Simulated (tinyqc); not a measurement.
# Concentration-dependent dopant diffusion with charged defects and the built-in field, step by step

A worked calculation. Computed by tinyqc, a small Python program that keeps every step. Command: `OMP_NUM_THREADS=1 python tinyqc.py 3010662 3010663 out.jsonl extrinsic walk`. One thread of a shared host (Intel(R) Xeon(R) Processor @ 2.30GHz), about 0.05 s of CPU time with the checks. Intermediate numbers are printed to about 5 digits and carried at full precision; extremes and crossings named in words are read from the listed rows.

A constant source C_s feeds a half space. The dopant moves through neutral point defects and through charged ones, whose number grows with the majority carrier density n.

Inputs (values chosen for the exercise, modelled on antimony in silicon): neutral prefactor D0x = 0.193 cm^2/s; neutral activation energy E0 = 3.65 eV; singly charged prefactor D01 = 13.2 cm^2/s; activation energy E1 = 4.1 eV; surface concentration C_s = 1e+19 1/cm^3; junction level C_B = 2.3e+15 1/cm^3; temperature T = 1000 C; time t = 40 s.

Field enhancement: on.

Constants: k_B = 8.617333262e-05 eV/K.

## Intrinsic density and partial diffusivities

n_i = 3.87e16 T^1.5 exp(-7014/T) per cm^3 (T in kelvin, an empirical form); each D = prefactor x exp(-E/(k_B T)); the intrinsic diffusivity D_i is their sum. Temperatures in kelvin are T(C) + 273.15.

n_i = 7.1191e+18 1/cm^3

partial diffusivities (cm^2/s): Dx 6.8706e-16, D1 7.7746e-16

intrinsic diffusivity D_i = 1.4645e-15 cm^2/s

## Diffusivity at the surface

n = C/2 + sqrt(C^2/4 + n_i^2); D(C) = h [Dx + D1 (n/n_i)], h = 1 + C/sqrt(C^2 + 4 n_i^2).

n/n_i = 1.9243

field factor h = 1.5747

surface diffusivity D_s = 3.4379e-15 cm^2/s

enhancement D_s/D_i = 2.3475

C_s is 1.40 times n_i: diffusion is extrinsic near the surface.

## Similarity solution

With y = x/sqrt(D_s t), u = C/C_s and q = -(D/D_s) du/dy: du/dy = -q D_s/D, dq/dy = -(y/2) q D_s/D, u(0) = 1. The surface flux q(0) is shot so that u tends to 0 (LSODA, an adaptive multistep solver, relative tolerance 1e-10). Dose Q = 2 q(0) C_s sqrt(D_s t). The junction lies where C = C_B.

surface flux q(0) = 0.49628

dose Q = 3.6807e+12 1/cm^2

junction in units of sqrt(D_s t) = 3.6211

junction depth x_j = 13.428 nm

For a constant D, q(0) = 1/sqrt(pi) = 0.5642; for D proportional to C it tends to 0.444, with the front at y = 1.616.

## Where the concentration falls to given levels

For comparison, erfc profiles with a constant D: x = 2 sqrt(D t) erfc^-1(C/C_s), with D = D_i and D = D_s.

Depth (nm):
```
C/C_s       D/D_s    full  erfc with D_i  erfc with D_s
8.00e-01  0.87350   1.418          0.867          1.329
5.00e-01  0.69089   3.417          2.309          3.537
2.00e-01  0.52396   5.742          4.387          6.721
1.00e-01  0.47343   6.956          5.630          8.626
3.00e-02  0.43988   8.623          7.428         11.381
1.00e-02  0.43059   9.895          8.817         13.509
1.00e-03  0.42645  12.162         11.263         17.257
1.00e-04  0.42604  14.100         13.317         20.404
```

The depth between C/C_s = 0.1 and 1e-4 spans 7.14 nm in the full profile, against 7.69 nm for D_i and 11.8 nm for D_s; the ratio of the depths at 1e-4 and at 0.5 is 4.13, against 5.77 for any erfc. The profile is moderately steepened.

Checks made by the program: dose from the flux against the area under the profile (relative difference 1e-07).
